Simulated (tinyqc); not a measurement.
Atomic layer deposition: Langmuir saturation, growth per cycle and coating of deep features: one step, computed by the program tinyqc. Command: `OMP_NUM_THREADS=1 python tinyqc.py 3024742 3024743 out.jsonl ald walk`. One thread of a shared host (Intel(R) Xeon(R) Processor @ 2.30GHz), about 0.01 s of CPU time with the checks.

Precursor A sticks only on free sites, so a long enough pulse saturates; co-reactant B then frees the sites again.

Problem. Exposure for a deep feature. Diffusion-limited filling (Gordon) of a long trench of width w, hydraulic diameter 2w, so that a is replaced by a/2 in the hole formula: t = (q/F)(1 + 19a/8 + 3a^2/8). Reaction-limited filling needs ln(100)/k_a at any depth, k_a = beta F/q. Flow is molecular. The front picture holds when the modulus (a/2) sqrt(beta) is well above 1. Depth reached by the given pulse: solve the same formula for a. Exposure = p x diffusion-limited time; 1 langmuir = 1.33322e-4 Pa s.

Inputs (values chosen for the exercise, modelled on zinc oxide from diethylzinc and water):
```
quantity,value,unit
site density q,7.5,1/nm^2
sticking probability beta on free sites,0.00086,-
precursor pressure p,19,Pa
temperature T,225,C
pulse time t,0.034,s
aspect ratio a,5.6,-
```

Feature: long trench.

flux F = 201421.8 1/(nm^2 s)

Give: diffusion-limited time; exposure; modulus; aspect ratio reached by the front in time t.

Solution.

diffusion-limited time = 9.704e-04 s

exposure = 138.3 langmuir

modulus = 0.08211

aspect ratio reached by the front in time t = 46.25

Caution: the modulus is not well above 1 or the Gordon time is under three times ln(100)/k_a, so there is no sharp front: the Gordon time is only a lower bound and the reaction time must be met as well. Caution: the pulse is shorter than ln(100)/k_a, so even the open surface is not saturated and the depth reached has no meaning. Caution: the depth reached is formal here: it is under 4/sqrt(beta), so no sharp front has formed.
